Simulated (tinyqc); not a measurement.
What each parameter does: shallow donor in an anisotropic valley (effective-mass theory).

One valley: H = -c [(d2/dx2 + d2/dy2)/mt + (d2/dz2)/ml] - q/(eps r), c = hbar^2/2m0, q = e^2/(4 pi eps0). Trial function exp(-sqrt((x^2 + y^2)/a^2 + z^2/b^2)) with a > b: T = (c/3)(2/(mt a^2) + 1/(ml b^2)), V = -(q/eps) atan(u/b)/u, u = sqrt(a^2 - b^2). The central cell of the impurity is left out.

Constants: hbar^2/2m0 = 3.80998211 eV angstrom^2; e^2/(4 pi eps0) = 14.39964547 eV angstrom.

Parameters, chosen for this exercise (out of a larger set: near those of a group-V donor in Si; not measured data): ml = 0.93 m0 (longitudinal mass); mt = 0.19 m0 (transverse mass); eps = 11.1 (dielectric constant).

The minimum of the trial energy.

One parameter was then changed.

Results before and after:
```
case     E (meV)  a (angstrom)  b (angstrom)    b/a
base      -32.98         23.07         13.18  0.571
changed   -31.23         23.91         14.76  0.617
```

Which of these changes was made? (a) eps = 10; (b) ml = 0.744 m0; (c) mt = 0.209 m0.
Answer: (b) ml = 0.744 m0. Of the candidates, run in turn, only this one gives the changed row.

All candidates:
```
case           E (meV)  a (angstrom)  b (angstrom)    b/a
base            -32.98         23.07         13.18  0.571
ml = 0.744 m0   -31.23         23.91         14.76  0.617
mt = 0.209 m0   -35.45         21.29         12.57  0.590
eps = 10        -40.63         20.79         11.87  0.571
```

eps only rescales the solution (E as 1/eps^2, lengths as eps), so b/a depends on ml/mt alone.

Program tinyqc; command `OMP_NUM_THREADS=1 python tinyqc.py 1252374 1252375 out.jsonl`; about 0.01 s on one thread of a shared Intel(R) Xeon(R) Processor @ 2.30GHz.
